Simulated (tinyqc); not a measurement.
Equal gaps, different models: fitting sp3s* parameters to three gaps by Newton steps.

sp3s* tight binding, nearest neighbours only: anion (a) at 0, cation (c) at a/4 (1,1,1), orbitals s, px, py, pz, s* on each; k in units of 2 pi/a. With phases e_j = exp(i (pi/2) k.n_j) for n = (1,1,1), (1,-1,-1), (-1,1,-1), (-1,-1,1): g0 = (e1+e2+e3+e4)/4, g1 = (e1+e2-e3-e4)/4, g2 = (e1-e2+e3-e4)/4, g3 = (e1-e2-e3+e4)/4. The diagonal holds the levels Esa, Epa, Exa (s*) and Esc, Epc, Exc. Anion-cation block: <sa|sc> = Vss g0; <sa|xc> = Vsapc g1; <xa|sc> = -Vscpa g1; <xa|xc> = Vxx g0; <xa|yc> = <ya|xc> = Vxy g3, <xa|zc> = <za|xc> = Vxy g2, <ya|zc> = <za|yc> = Vxy g1; <s*a|xc> = Vxapc g1; <xa|s*c> = -Vpaxc g1; y and z take g2 and g3 in place of g1; s-s* and s*-s* vanish.

Gaps are level 5 at Gamma, X = (1,0,0) and L = (1/2,1/2,1/2) less level 4 at Gamma; no spin-orbit coupling. Free parameters: Esc, Vxapc and Vpaxc. H is linear in them, so by Hellmann-Feynman J_ij = <u|dH/dp_j|u> for level 5 at point i less the same for level 4 at Gamma. Newton: p(new) = p + J^-1 (target - gaps); stop when all misses are below 1e-7 eV.

Constants: hbar^2/2m0 = 3.80998211 eV angstrom^2.

Parameters, chosen for this exercise (out of a larger set: near a published set for InAs, fitted to gaps, whose masses and valley positions are rough; not measured data): p = (-9.519, 0.912, -2.735, 3.742, 7.366, 6.692, -5.608, 1.832, 4.438, 3.063, 5.429, 3.4, 3.91) eV (start, order Esa, Epa, Esc, Epc, Exa, Exc, Vss, Vxx, Vxy, Vsapc, Vscpa, Vxapc, Vpaxc); tg = (0.6322, 2.2044, 1.4295) eV (target gaps at Gamma, X, L); a = 6.053 angstrom (lattice constant).

The same three targets are met with other triples of free parameters (those for which Newton converges within 3 eV of the start). Not fitted: level 5 at K = (3/4,3/4,0) above Ev, the spacing of levels 6 and 5 at X, the depth of level 2 at X below Ev, the valence width at Gamma, and the mass c q^2/(E(q) - E(0)) of level 5 along [100], q = 0.002 (2 pi/a), c = hbar^2/2m0.

Unfitted results:
```
free parameters    largest change (eV)  K (eV)  X spacing (eV)  level 2 at X (eV)  valence width (eV)  mass (m0)
start                            0.000   2.118           0.365              7.055              12.693     0.0300
Vss, Vxapc, Vpaxc                0.272   2.112           0.596              6.999              12.911     0.0472
Esc, Vxapc, Vpaxc                0.285   2.090           0.395              6.931              12.626     0.0466
Vss, Vsapc, Vpaxc                0.509   2.124           0.754              6.954              12.911     0.0480
Esa, Vxapc, Vscpa                0.857   2.097           0.447              7.095              12.054     0.0470
Vss, Exa, Exc                    0.757   2.115           0.639              7.033              12.911     0.0472
Esc, Vsapc, Exc                  0.285   2.106           0.533              6.886              12.626     0.0473
```

All fitted rows have the same three gaps, yet they spread by 34 meV at K, 359 meV in the X spacing, 209 meV in level 2 at X, 857 meV in the valence width and 3.0 % in the mass. The smallest change of parameters, 0.272 eV, is that of Vss, Vxapc, Vpaxc. A fit fixes what it was given and leaves the rest to the choice of free parameters.

Run: tinyqc, `OMP_NUM_THREADS=1 python tinyqc.py 1450532 1450533 out.jsonl`; Intel(R) Xeon(R) Processor @ 2.30GHz, one thread, shared host; about 0.2 s of CPU time with all checks.
